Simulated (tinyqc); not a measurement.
# Worked calculation: square on-chip spiral inductor, lumped pi model

Computed by the program tinyqc: `OMP_NUM_THREADS=1 python tinyqc.py 2302205 2302206 out.jsonl`, one thread of a shared Intel Xeon 2.30GHz, about 0.01 s for the whole run. Printed values are rounded.

Outer diameter do = di + 2 n wd + 2 (n - 1) sp, mean da = (do + di)/2, fill p = (do - di)/(do + di), length l = 4 n da. L = 2.34 mu0 n^2 da/(1 + 2.75 p), mu0 = 4 pi 1e-7 H/m. Rs = rho l/(wd delta (1 - exp(-th/delta))), delta = sqrt(rho/(pi f mu0)). Cs = n wd^2 eps0 eo/hu across the coil. At each end Cox = l wd eps0 eo/(2 ho) leads to the substrate branch Rsi = 2 rs he/(l wd) in parallel with Csi = l wd eps0 11.7/(2 he). With one end grounded Y = 1/(Rs + i w L) + i w Cs + 1/[1/(i w Cox) + 1/(1/Rsi + i w Csi)], w = 2 pi f; Q = -Im Y/Re Y. Eddy currents in neighbouring turns and in the substrate are left out.

Inputs (values chosen for the exercise); values of the order met in silicon radio-frequency processes:
- n = 6.5 (number of turns)
- wd = 4 um (line width)
- sp = 1.5 um (space between turns)
- di = 100 um (inner diameter)
- th = 0.9 um (metal thickness)
- rho = 2.2 uohm cm (metal resistivity)
- ho = 8.1 um (oxide below the coil)
- hu = 1.5 um (oxide between coil and underpass)
- eo = 4.1 (relative permittivity of the oxide)
- rs = 1000 ohm cm (substrate resistivity)
- he = 50 um (effective spreading depth in the substrate)
- f = 3.5 GHz (frequency)

Constants: eps0 = 8.8541878128e-12 F/m. Results are converted to the units shown.

## Geometry and model elements

do, l, L, delta, Rs, Cs, Cox, Rsi and Csi as defined.

do = 168.5 um
l = 3490.50 um
L = 9.80198 nH
delta = 1.26182 um
Rs = 29.8347 ohm
Cs = 2.51695 fF
Cox = 31.2871 fF
Rsi = 71623.0 ohm
Csi = 14.4638 fF

Rs is 1.40 times the direct-current value in this empirical form, which overstates the skin effect of a flat slab when delta is near th and so stands in for some current crowding.

## Admittance, quality factor and apparent inductance

Series branch 1/(Rs + i w L), substrate branch, total Y, Q = -Im Y/Re Y, apparent inductance Im(1/Y)/w, metal-only value w L/Rs, share of the loss in the substrate Re(substrate branch)/Re Y.

series branch = 0.63003-4.55195i mS
substrate branch = 0.006528+0.217609i mS
Y = 0.63655-4.27899i mS
Q = 6.72212
apparent inductance = 10.3969 nH
w L/Rs = 7.22503
share of the loss in the substrate = 1.02556 %

Q is 93.0 % of the metal-only value.
